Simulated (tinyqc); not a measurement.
## Circular transfer-length structure: effect of the inner radius

A disc contact of radius r0 and a very wide ring contact from r1 = r0 + sp outwards lie on a thin layer; the metal has no resistance and the sheet resistance under the contacts equals Rsh.

Transfer length Lt = sqrt(rc/Rsh). R = (Rsh/2 pi) [(Lt/r0) I0(r0/Lt)/I1(r0/Lt) + ln(r1/r0) + (Lt/r1) K0(r1/Lt)/K1(r1/Lt)] with modified Bessel functions; for r0 >> Lt both ratios tend to 1.

Values chosen for this exercise: sheet resistance of the semiconductor layer Rsh = 810 ohm/sq; specific contact resistivity rc = 5.4e-7 ohm cm^2; gap between the contacts sp = 3 um.

Effect of the inner radius:
```
r0 (um)	r0/Lt	inner contact (ohm)	rc/(pi r0^2) (ohm)	Rsh Lt/(2 pi r0) (ohm)
0.13	0.5035	1049	1017	256.0
0.21	0.8133	421.1	389.8	158.5
0.36	1.394	162.5	132.6	92.46
0.59	2.285	76.30	49.38	56.42
0.99	3.834	39.24	17.54	33.62
1.6	6.197	22.73	6.714	20.80
2.7	10.46	12.96	2.358	12.33
4.5	17.43	7.619	0.8488	7.397
7.5	29.05	4.517	0.3056	4.438
```

What does the comparison show?

The inner contact goes as r0^(-1.90) between the first two rows, where it is 3.1 % above rc over the area, and as r0^(-1.02) between the last two, where it is 1.8 % above the rim form: a small disc uses its whole area, a large one only a rim of width Lt.

tinyqc, about 0.01 s, one thread, Intel Xeon 2.30GHz (shared host): `OMP_NUM_THREADS=1 python tinyqc.py 2760102 2760103 out.jsonl`
